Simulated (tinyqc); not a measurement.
# Inputs raised by 5 %, one at a time

Model: sheet resistance of a shallow doped layer with concentration-dependent mobility and limited activation. Computed by tinyqc, a small Python program. Command: `OMP_NUM_THREADS=1 python tinyqc.py 3016191 3016192 out.jsonl irvin sens`. One thread of a shared host (Intel(R) Xeon(R) Processor @ 2.30GHz), about 0.04 s of CPU time with the checks.

A layer of one dopant lies in a background of the opposite type. Current flows parallel to the surface down to the junction; depletion is ignored.

Inputs (values chosen for the exercise, modelled on arsenic in silicon): surface concentration C_s = 8.3e+20 1/cm^3; length l = 190 nm; tail abruptness = 7.2 nm/decade; background C_B = 2.8e+15 1/cm^3; mobility floor mu_min = 49.9 cm^2/(V s); mobility mu_max = 1390 cm^2/(V s); reference density N_r = 9.62e+16 1/cm^3; exponent alpha = 0.687; prefactor of the active limit = 2.3e+22 1/cm^3; energy of the active limit = 0.465 eV; anneal temperature T = 800 C.

Profile: box with exponential tail.

Constants: k_B = 8.617333262e-05 eV/K; e = 1.602176634e-19 C.

Method:
- C(x) = C_s for x < l and C_s 10^(-(x - l)/abruptness) beyond.
- Temperatures in kelvin are T(C) + 273.15.
- Active limit C_a = prefactor x exp(-energy/(k_B T)); the junction lies where C = C_B, and the profile exceeds C_a down to x_a (zero if C_s is below C_a). Slope at the junction in nm per decade = ln(10) C/|dC/dx|.
- Active density N = min(C, C_a); carriers n = N - C_B; mobility mu = mu_min + (mu_max - mu_min)/(1 + ((N + C_B)/N_r)^alpha).
- Integrals from 0 to x_j, where C = C_B (Gauss-Legendre, 60 points on each smooth piece; 1 nm = 1e-7 cm): dose int C dx, carriers int n dx, mean mobility int n mu dx/int n dx, R_s = 1/(e int n mu dx).

Runs; columns: (1) input moved; (2) from; (3) to; (4) sheet resistance R_s (ohm/square); (5) junction depth x_j (nm); (6) mean mobility (cm^2/(V s)); (7) carriers per dopant atom:
```
(1)                                          (2)         (3)     (4)     (5)     (6)      (7)
base run                                       -           -  35.602  229.40  58.637  0.18652
surface concentration C_s (1/cm^3)       8.3e+20   8.715e+20  35.575  229.55  58.637  0.17777
length l (nm)                                190       199.5  33.982  238.90  58.626  0.18628
reference density N_r (1/cm^3)          9.62e+16  1.0101e+17  35.424  229.40  58.932  0.18652
prefactor of the active limit (1/cm^3)   2.3e+22   2.415e+22  34.099  229.40  58.352  0.19569
tail abruptness (nm/decade)                  7.2        7.56  35.519  231.37  58.648  0.18676
mobility mu_max (cm^2/(V s))                1390      1459.5  35.329  229.40  59.090  0.18652
```

Exponents ln(y'/y) / ln(x'/x):
```
input                          sheet resistance R_s  junction depth x_j  mean mobility  carriers per dopant atom
surface concentration C_s                    -0.016               0.014          0.000                    -0.984
length l                                     -0.955               0.832         -0.004                    -0.026
reference density N_r                        -0.103               0.000          0.103                     0.000
prefactor of the active limit                -0.884               0.000         -0.100                     0.984
tail abruptness                              -0.048               0.175          0.004                     0.027
mobility mu_max                              -0.158               0.000          0.158                     0.000
```

To which inputs is each result most sensitive?

Among the inputs moved here: sheet resistance R_s answers most in size to length l (exponent -0.955), next to prefactor of the active limit (-0.884). Its exponent -0.016 in surface concentration C_s: activation is clipped. Junction depth x_j answers most in size to length l (exponent +0.832), next to tail abruptness (+0.175); its exponent is below 0.0005 for reference density N_r, prefactor of the active limit, mobility mu_max. Mean mobility answers most in size to mobility mu_max (exponent +0.158), next to reference density N_r (+0.103); its exponent is below 0.0005 for surface concentration C_s. Carriers per dopant atom answers most in size to surface concentration C_s (exponent -0.984), and about equally to prefactor of the active limit (+0.984); its exponent is below 0.0005 for reference density N_r, mobility mu_max.
